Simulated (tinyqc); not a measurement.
## AlGaN/GaN HEMT with access regions, lumped model: field plate: effect of the insulator under the field plate

A polarisation-induced electron sheet under a Schottky gate, in series with two ungated access regions and contacts. Drift law v = mu E/(1 + mu E/vs) under the gate. Currents in mA/mm, resistances in ohm mm. No self-heating, no channel-length modulation; fits for polarisation, barrier and offset are chosen for the exercise.

sigma = (5e13 x + 1.6e13 x^2) cm^-2, phiB = 0.84 + 1.3 x, dEc = 0.7 (1.71 x + x^2) in volts, Cb = eps0 eps_r/d, VT = phiB - dEc - q sigma/Cb, access density n0 = -Cb VT/q. Off state: a depleted stretch that holds the voltage V has the peak field sqrt(k V), k = 2 q n0/(eps0 eps_r te), so one edge holds V1 = Ec^2/k. The sheet under the plate pinches off at Vf = q n0 (1/Cb + tf/(eps0 ei)); beyond it the gate edge is screened. BV = V1 if Vf >= V1, else Vf + V1, and at most Ec Ld.

Inputs (values chosen for the exercise); values close to those of AlGaN/GaN structures: aluminium share of the barrier x = 0.33; barrier thickness d = 25 nm; relative permittivity of barrier and channel eps_r = 9.5; drain access length Ld = 4 um; critical field Ec = 2.8 MV/cm; depth over which the depleted charge spreads te = 0.49 um; relative permittivity of that insulator ei = 7.

Constants: q = 1.602176634e-19 C, eps0 = 8.8541878128e-14 F/cm where lengths are in cm. Results are converted to the units shown.

The same in every row: V1 (V) = 60.869; Ec Ld (V) = 1120.0.

Results:
```
tf (nm)  Vf (V)  BV (V)
12       13.028  73.897
18       15.598  76.467
41       25.448  86.317
60       33.585  94.454
90       46.433  107.30
130      63.563  60.869
200      93.542  60.869
```

Estimate the missing row, tf = 27 nm.

Computed row:
```
tf (nm)  Vf (V)  BV (V)
27       19.452  80.321
```

With this row back in the table: BV goes from 73.9 through a maximum of 107 (at tf = 90 nm among the rows listed) to 60.9 V. The plate helps (Vf < V1) in 6 of the 8 rows, and the access length caps BV in 0. The best thickness makes Vf just under V1, tf = 124 nm, where both edges reach Ec together and BV nears 2 V1.

Computed by the program tinyqc: `OMP_NUM_THREADS=1 python tinyqc.py 2570128 2570129 out.jsonl`, one thread of a shared Intel Xeon 2.30GHz, about 0.02 s for the whole run.
